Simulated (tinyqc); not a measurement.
A transmission-line measurement read back: specific resistance of a metal-semiconductor contact and its transmission-line measurement. Computed by tinyqc, a small Python program. Command: `OMP_NUM_THREADS=1 python tinyqc.py 3025817 3025818 out.jsonl contact walk`. One thread of a shared host (Intel(R) Xeon(R) Processor @ 2.30GHz), about 0.01 s of CPU time with the checks.

The barrier is parabolic (depletion approximation), energies E are normal energies counted from the band edge in the neutral semiconductor (downwards for holes), and the bias is zero. xi is an input, held fixed when other inputs move.

Inputs (values chosen for the exercise, modelled on n-type In0.53Ga0.47As):

| quantity | value | unit |
|---|---|---|
| tunnelling mass m | 0.044 | m_0 |
| permittivity eps | 13.9 | - |
| Richardson constant A* | 5.09 | A/(cm^2 K^2) |
| barrier height phi_B | 0.2 | eV |
| doping N | 2e+19 | 1/cm^3 |
| Fermi level above the band edge in the bulk, xi | 0.45 | eV |
| temperature T | 300 | K |
| sheet resistance R_sh | 14 | ohm |
| contact length d | 2.6 | micrometre |
| contact width W | 9.1 | micrometre |

Image-force lowering: included.

Constants: hbar = 1.054571817e-34 J s; eps_0 = 8.8541878128e-12 F/m; m_0 = 9.1093837015e-31 kg; k_B = 8.617333262e-05 eV/K; e = 1.602176634e-19 C.

Method:
- E_00 = (e hbar/2) sqrt(N/(eps eps_0 m)); band bending E_b = phi_B + xi; depletion width w = sqrt(2 eps eps_0 E_b/(e^2 N)). Image lowering d_phi = (e^3 N E_b/(8 pi^2 (eps eps_0)^3))^(1/4) (E_b in volts), and E_b - d_phi replaces E_b everywhere except in w.
- WKB transmission for E < E_b, with a = E/E_b: D = exp{-(E_b/E_00) [sqrt(1 - a) - a ln((1 + sqrt(1 - a))/sqrt(a))]}; D = 1 above.
- At zero bias 1/rho_c = (e A*/k_B^2) int D(E) f(E) dE, f = 1/(1 + exp((E - xi)/k_B T)); 200 Gauss-Legendre points from 0 to E_b, and k_B T ln(1 + exp((xi - E_b)/k_B T)) for the part above the barrier; the share of tunnelling is the part below.
- Transmission-line model: transfer length L_T = sqrt(rho_c/R_sh); R_c = (R_sh L_T/W) coth(d/L_T). Limits: rho_c/(W d) for d << L_T, sqrt(rho_c R_sh)/W for d >> L_T.
- Transmission-line model: transfer length L_T = sqrt(rho_c/R_sh); R_c = (R_sh L_T/W) coth(d/L_T). Two contacts a gap s apart give R = 2 R_c + R_sh s/W. A straight-line fit gives R_sh from the slope and R_c from the intercept; the simple reading takes L_x = R_c W/R_sh as the transfer length and rho_c = R_sh L_x^2.

R_c W = 3.86823 ohm micrometre

contact resistance R_c = 0.425080 ohm

specific contact resistance rho_c = 1.06880e-08 ohm cm^2

Resistances:

| gap s (micrometre) | R (ohm) |
|---|---|
| 0.28 | 1.2809 |
| 0.55 | 1.6963 |
| 1.10 | 2.5425 |
| 2.20 | 4.2348 |
| 4.40 | 7.6194 |

L_x = 0.27630 micrometre

rho_c by the simple reading = 1.0688e-08 ohm cm^2

simple reading over true value = 1.0000

What does the comparison show, and why?

The simple reading is right, since coth(d/L_T) is 1 for so long a contact.
